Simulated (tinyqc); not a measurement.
# Bandgap voltage reference from two bipolar transistors: effect of the temperature coefficient of both resistors

Two transistors of area 1 and N carry the same current I. Is(T) = Is (T/T0)^eta exp[(Vg0 q/kB)(1/T0 - 1/T)], VBE1 = Vt ln(I/Is(T)) + I rb, VBE2 = Vt ln(I/(N Is(T))) + I rb/N. The amplifier forces I R1(T) = VBE1 - VBE2 + Vos, with R(T) = R (1 + tc (T - T0)) for both resistors, and the output is Vref = VBE1 + I R2(T). Base currents and the Early effect are neglected.

Vt = kB T/q; I = (Vt ln N + Vos)/(R1(T) - rb (1 - 1/N)). Box coefficient: span of Vref between 233 and 398 K over its average over T and over 165 K. The last column is the R2 that gives zero slope at T0.

Parameters, values chosen for the exercise; values of the order met in silicon bipolar transistors:
```
symbol,value,unit,meaning
T0,298,K,reference temperature
Vg0,1.152,V,band-gap voltage extrapolated to 0 K
eta,3.6,,temperature exponent of the saturation current
Is,3.3e-17,A,saturation current of the unit transistor at T0
N,10,,area ratio of the second transistor
R1,6,kohm,"resistor across which the difference of VBE falls, at T0"
Vos,0,mV,offset of the amplifier
rb,0,ohm,series resistance of the unit transistor
R2,52.08,kohm,output resistor at T0
```

Constants: q = 1.602176634e-19 C, kB = 1.380649e-23 J/K. Results are converted to the units shown.

Results:
```
tc (ppm/K)  I at T0 (uA)  Vref at T0 (V)  slope at T0 (uV/K)  box coefficient (ppm/K)  R2 for zero slope (kohm)
-2000              9.855           1.192              -39.25                    33.20                     53.27
-1000              9.855           1.192              -64.93                    59.86                     54.04
0                  9.855           1.192              -90.61                    84.75                     54.82
1000               9.855           1.192              -116.3                    108.3                     55.60
3000               9.855           1.192              -167.6                    153.0                     57.15
```

Estimate the missing row, tc = 2000 ppm/K.

Computed row:
```
tc (ppm/K)  I at T0 (uA)  Vref at T0 (V)  slope at T0 (uV/K)  box coefficient (ppm/K)  R2 for zero slope (kohm)
2000               9.855           1.192              -142.0                    131.0                     56.37
```

With this row back in the table: As tc goes from -2000 to 3000, Vref stays at 1.192 V and the box coefficient rises from 33.2 to 153 ppm/K.

Numbers from tinyqc (`OMP_NUM_THREADS=1 python tinyqc.py 2062087 2062088 out.jsonl`; about 0.02 s on one thread of a shared Intel Xeon 2.30GHz).
